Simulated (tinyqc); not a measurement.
Inside a calculation: three-band tight binding of a dichalcogenide monolayer. Values are carried at full precision from step to step, so a last printed digit may differ when a step is redone from the rounded ones.

Basis dz2, dxy, dx2-y2 on a triangular lattice, nearest neighbours; alpha = kx a/2, beta = sqrt3 ky a/2. h0 = e1 + 2 t0 (cos 2alpha + 2 cos alpha cos beta); h1 = -2 sqrt3 t2 sin alpha sin beta + 2i t1 (sin 2alpha + sin alpha cos beta); h2 = 2 t2 (cos 2alpha - cos alpha cos beta) + 2i sqrt3 t1 cos alpha sin beta; h11 = e2 + 2 t11 cos 2alpha + (t11 + 3 t22) cos alpha cos beta; h22 = e2 + 2 t22 cos 2alpha + (3 t11 + t22) cos alpha cos beta; h12 = sqrt3 (t22 - t11) sin alpha sin beta + 4i t12 sin alpha (cos alpha - cos beta) + i lam sz. H = [[h0, h1, h2], [., h11, h12], [., ., h22]], Hermitian; the lowest band of each spin is filled. K = (4 pi/3a, 0), M = (pi/a, pi/(sqrt3 a)).

Inputs chosen for the exercise (near a published set for monolayer MoTe2; the results hold for these values, not for the real material):
- a = 3.551 angstrom (lattice constant)
- e1 = 0.604 eV (level of dz2)
- e2 = 1.985 eV (level of dxy and dx2-y2)
- t0 = -0.171 eV (hopping)
- t1 = 0.228 eV (hopping)
- t2 = 0.382 eV (hopping)
- t11 = 0.203 eV (hopping)
- t12 = 0.237 eV (hopping)
- t22 = 0.247 eV (hopping)
- lam = 0.106 eV (spin-orbit constant)
- sz = 1 (spin)
- k = (1.27, 0.45) 1/angstrom (wave vector)

## H at one k

Form alpha, beta and the matrix.

alpha, beta (rad): 2.25488  1.38387

H (eV):
```
                    z2               xy            x2-y2
z2              0.7532  -1.0077-0.3810i  -0.0640-0.4904i
xy     -1.0077+0.3810i           1.7924   0.0580-0.4948i
x2-y2  -0.0640+0.4904i   0.0580+0.4948i           1.7851
```

## Levels and weights

Diagonalise H.

levels (eV): -0.1475  1.9040  2.5741

weights:
```
       band 1  band 2  band 3
z2      0.627   0.171   0.202
xy      0.268   0.078   0.654
x2-y2   0.105   0.751   0.144
```

## Closed forms at K and Gamma

Three-band model of dz2 (level e1) and dxy, dx2-y2 (level e2), spin sz = +/-1; t1 and t2 drop out at these points. At K: e2 - (3/2)(t11 + t22) - 3 sqrt3 t12 + lam sz (valence), e1 - 3 t0 (conduction), e2 - (3/2)(t11 + t22) + 3 sqrt3 t12 - lam sz. At Gamma: e1 + 6 t0 (valence) and e2 + 3 (t11 + t22) -/+ lam.

Levels (eV):

| point | band 1 | band 2 | band 3 |
|---|---|---|---|
| K, spin up | 0.1845 | 1.1170 | 2.4355 |
| K, spin down | -0.0275 | 1.1170 | 2.6475 |
| Gamma | -0.4220 | 3.2290 | 3.4410 |

smallest direct gap at K = 0.9325 eV
Ev(K) - Ev(Gamma) = 0.6065 eV

Of the two points, the valence band is higher at K, by 607 meV. The dz2 conduction state at K has no atomic orbital angular momentum (Lz = 0) and is not split at this order.

## Bands for both spins

The two lowest bands at the points named.

Levels (eV):

| k | v, up | c, up | v, down | c, down |
|---|---|---|---|---|
| G | -0.4220 | 3.2290 | -0.4220 | 3.2290 |
| G-K 0.25 | -0.2993 | 2.9459 | -0.3062 | 2.9337 |
| G-K 0.5 | -0.1533 | 2.4544 | -0.2034 | 2.3244 |
| G-K 0.6 | -0.1361 | 2.1798 | -0.2133 | 2.0466 |
| G-K 0.75 | -0.0651 | 1.6660 | -0.1901 | 1.5860 |
| G-K 0.9 | 0.1125 | 1.2305 | -0.0740 | 1.2075 |
| K | 0.1845 | 1.1170 | -0.0275 | 1.1170 |
| K-M 0.5 | -0.0918 | 1.4077 | -0.2112 | 1.3751 |
| M | -0.2831 | 1.4447 | -0.2831 | 1.4447 |
| M-G 0.5 | -0.1910 | 2.3744 | -0.1910 | 2.3744 |

The spins are degenerate from M to Gamma, since a vertical mirror plane holds this line and flips sz, and the valence splitting is largest at K (212 meV). The lowest conduction level listed is at K. With nearest neighbours alone the model is made for the neighbourhood of K.

## Checks

- Closed forms at K against the matrix: they agree to 1e-10 or better.

Run: tinyqc, `OMP_NUM_THREADS=1 python tinyqc.py 1481310 1481311 out.jsonl`; Intel(R) Xeon(R) Processor @ 2.30GHz, one thread, shared host; about 0.02 s of CPU time with all checks.
